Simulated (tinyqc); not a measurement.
Silicon n-p-n transistor, Gummel numbers and transit times: Cut-off frequency against collector current.

One-dimensional n-p-n transistor in the forward active mode at low injection. In the base p(x) = NB exp(-eta x/wb) and ni(x)^2 = ni^2 exp((g0 + g1 x/wb)/Vt); electrons leave the base at vsat; band spikes at the emitter junction and recombination inside the emitter are ignored.

f(x) = p(x) ni^2/ni(x)^2; I(x) = integral from x to wb of f/Dn, plus f(wb)/vsat; base Gummel number GB = I(0); electron density per unit flux n/(J/q) = I/f; base transit time tauB = integral of I/f over the base. ni = sqrt(Nc Nv) exp(-Eg/(2 Vt)), Eg in volts; JC = J0 exp(VBE/Vt), J0 = q ni^2/GB; collector layer one-sided, Wc = sqrt(2 eps0 eps_r (Vbc + VCB)/(q NC)), Vbc = Vt ln(NB exp(-eta) NC/ni^2), Cjc = eps0 eps_r/Wc, tauC = Wc/(2 vsat). Delay 1/(2 pi fT) = tauE + tauB + tauC + tauR with tauE = Vt (Cj + Cjc)/JC and tauR = Rc Cjc. Charge stored in the emitter is left out. The Kirk effect, also left out, sets in near JC = q NC vsat. n(0) = (JC/q) I(0)/f(0).

Parameters, values chosen for the exercise; band and dielectric values close to those of silicon:

| symbol | value | unit | meaning |
|---|---|---|---|
| T | 400 | K | temperature |
| Eg | 1.1 | eV | band gap |
| eps_r | 11.5 |  | relative permittivity |
| Nc | 4.28e19 | cm^-3 | conduction-band density of states at T |
| Nv | 4.14e19 | cm^-3 | valence-band density of states at T |
| vsat | 1e7 | cm/s | saturation velocity |
| wb | 55 | nm | neutral base width |
| NB | 1.6e17 | cm^-3 | base doping at the emitter edge |
| eta | 0 |  | doping falls as exp(-eta x/wb) |
| g0 | 0 | eV | gap reduction at the emitter edge of the base |
| g1 | 0 | eV | further gap reduction across the base (linear) |
| Dn | 5.6 | cm^2/s | electron diffusion coefficient in the base |
| NC | 9.4e15 | cm^-3 | collector doping |
| VCB | 0.1 | V | collector-base reverse bias |
| Cj | 3.4 | fF/um^2 | emitter junction capacitance |
| Rc | 13 | ohm um^2 | emitter plus collector resistance |

Constants: q = 1.602176634e-19 C, kB = 1.380649e-23 J/K, Vt = kB T/q, eps0 = 8.8541878128e-14 F/cm where lengths are in cm. Results are converted to the units shown.

The same in every row: tauB (ps) = 3.251; tauC (ps) = 1.558; tauR (ps) = 0.004248.

Result of one run:

| VBE (V) | tauE (ps) | fT (GHz) | JC/(q NC vsat) | n(0)/NB |
|---|---|---|---|---|
| 0.4949 | 329.4 | 0.4762 | 0.002590 | 0.001646 |

Which collector current density JC gave this result: 0.00039, 0.0016, 0.0034, 0.058 or 0.12 mA/um^2?

JC = 0.00039 mA/um^2.

The whole series:

| JC (mA/um^2) | VBE (V) | tauE (ps) | fT (GHz) | JC/(q NC vsat) | n(0)/NB |
|---|---|---|---|---|---|
| 0.00039 | 0.4949 | 329.4 | 0.4762 | 0.002590 | 0.001646 |
| 0.00081 | 0.5201 | 158.6 | 0.9740 | 0.005378 | 0.003419 |
| 0.0016 | 0.5436 | 80.29 | 1.870 | 0.01062 | 0.006754 |
| 0.0034 | 0.5696 | 37.78 | 3.736 | 0.02258 | 0.01435 |
| 0.0068 | 0.5935 | 18.89 | 6.714 | 0.04515 | 0.02871 |
| 0.014 | 0.6183 | 9.176 | 11.38 | 0.09296 | 0.05910 |
| 0.028 | 0.6422 | 4.588 | 16.93 | 0.1859 | 0.1182 |
| 0.058 | 0.6673 | 2.215 | 22.65 | 0.3851 | 0.2448 |
| 0.12 | 0.6924 | 1.070 | 27.05 | 0.7968 | 0.5066 |

fT rises from 0.476 to 27.1 GHz as the charging time falls as 1/JC; its limit for vanishing tauE is 33.1 GHz, of which the largest delay is tauB (67.5 %). tauE equals the other delays together at JC = 0.0267 mA/um^2. For JC = 0.12 JC nears or passes q NC vsat, where base push-out would lower fT. For JC = 0.058, 0.12 the electron density at the emitter edge exceeds a fifth of NB, beyond low injection.

Range of the model: Heavy doping makes emitter or base degenerate; gE and g0 are to be read as apparent gap changes that include this.

Computed by the program tinyqc: `OMP_NUM_THREADS=1 python tinyqc.py 2320108 2320109 out.jsonl`, one thread of a shared Intel Xeon 2.30GHz, about 0.01 s for the whole run.
